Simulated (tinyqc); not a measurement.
Raising D: domain walls in a thin film with perpendicular anisotropy: Bloch, Neel and chiral walls, motion and stripe domains. Computed by tinyqc, a small Python program. Command: `OMP_NUM_THREADS=1 python tinyqc.py 3029540 3029541 out.jsonl mwall walk`. One thread of a shared host (Intel(R) Xeon(R) Processor @ 2.30GHz), about 0.01 s of CPU time with the checks.

One-dimensional wall: polar angle theta(x), azimuth phi of the moment in the wall (phi = 0 Neel, 90 degrees Bloch). mu_0 = 1.25663706212e-6 T m/A, gamma = 1.76085963023e11 rad/(s T).

Inputs (values chosen for the exercise, for a model film):
```
quantity                      value    unit
saturation magnetisation M_s    755    kA/m
exchange stiffness A             16    pJ/m
uniaxial anisotropy K_u         596  kJ/m^3
DMI constant D                0.045  mJ/m^2
thickness t                       3      nm
```

Method. K_eff = K_u - mu_0 M_s^2/2; Delta = sqrt(A/K_eff); sigma_0 = 4 sqrt(A K_eff); profile theta = 2 arctan exp(x/Delta); quality factor Q = 2 K_u/(mu_0 M_s^2). sigma(phi) = sigma_0 + 2 Delta K_D cos^2(phi) - pi D cos(phi), with the wall shape anisotropy K_D = N_x mu_0 M_s^2/2, N_x = t ln 2/(pi Delta). The minimum has cos(phi) = D/D_N for D < D_N = 4 Delta K_D/pi and phi = 0 beyond; sigma turns negative at D_c = (sigma_0 + 2 Delta K_D)/pi.

D_N = 0.301843 mJ/m^2

D_c = 2.63471 mJ/m^2

width parameter Delta = 8.20191 nm

sigma_0 = 7.80306 mJ/m^2

Wall against D; the last column is the Kaplan-Gehring width, log10[0.955 t exp(pi sigma/(mu_0 M_s^2 t))/nm], with a dash where it falls below 10 Delta and the formula fails:
```
D (mJ/m^2)  phi (degrees)  sigma (mJ/m^2)  sigma/sigma_0  log10 domain width
0.06               78.534          7.7843        0.99760              5.3994
0.15               60.202          7.6860        0.98499              5.3370
0.24               37.334          7.5033        0.96159              5.2210
0.53                0.000          6.6121        0.84738              4.6552
1.10                0.000          4.8214        0.61789              3.5183
1.60                0.000          3.2506        0.41659              2.5210
2.10                0.000          1.6798        0.21528                   -
2.40                0.000          0.7374        0.09450                   -
```

What follows from these numbers?

D_N is 11 % of D_c, so a small D fixes the chirality long before it lowers the energy much. Beyond D_N sigma falls by pi per unit of D, and the domain width, which has sigma in an exponent, drops by 2.9 decades over the valid rows (values above 6 mean a single domain in any device).

Extremes, crossings and ranges named in words are read from the listed rows.
